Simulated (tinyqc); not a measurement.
Inside a calculation. Method: RKS/B3LYP (VWN-RPA form) in the 6-311g basis, for H-, spin multiplicity 1. The basis has no diffuse functions, so it cannot describe the extra electron: this is an exercise in the method, not the real anion. One step of it, computed by the program tinyqc.

Task: Iteration 2: diagonalisation and new density. Diagonalise F' = X^T F X, C = X C', fill 1 alpha and 1 beta electrons from the bottom; D = 2 C_occ C_occ^T; the new density keeps 0.2 of the old one (damping). Each column has its largest component positive (the first on a tie).

Kohn-Sham matrix F (hartree), lower triangle:
```
,1H 1s,1H 2s,1H 3s
1H 1s,1.415296
1H 2s,0.265129,0.503897
1H 3s,-0.016881,0.268466,0.338239
```

X, lower triangle:
```
,1H 1s,1H 2s,1H 3s
1H 1s,1.366024
1H 2s,-0.728467,2.045624
1H 3s,0.179565,-0.905584,1.539843
```

D after iteration 1, lower triangle:
```
,1H 1s,1H 2s,1H 3s
1H 1s,0.981316
1H 2s,-0.893822,3.490805
1H 3s,0.437371,-1.281962,0.486613
```

overlap S, lower triangle:
```
,1H 1s,1H 2s,1H 3s
1H 1s,1.000000
1H 2s,0.706377,1.000000
1H 3s,0.373664,0.788963,1.000000
```

Give: F' = X^T F X; orbital energies; coefficients C; D after iteration 2.

Result:

F' = X^T F X (hartree), lower triangle:
```
,1,2,3
1,2.313
2,-1.034,1.330
3,0.030,-0.230,0.417
```

orbital energies (hartree): MO1 0.319, MO2 0.766, MO3 2.975

coefficients C:
```
,MO1,MO2,MO3
1H 1s,0.134,0.068,-1.551
1H 2s,-0.125,1.551,1.764
1H 3s,1.045,-1.266,-0.727
```

D after iteration 2, lower triangle:
```
,1H 1s,1H 2s,1H 3s
1H 1s,0.225
1H 2s,-0.206,0.723
1H 3s,0.312,-0.465,1.843
```
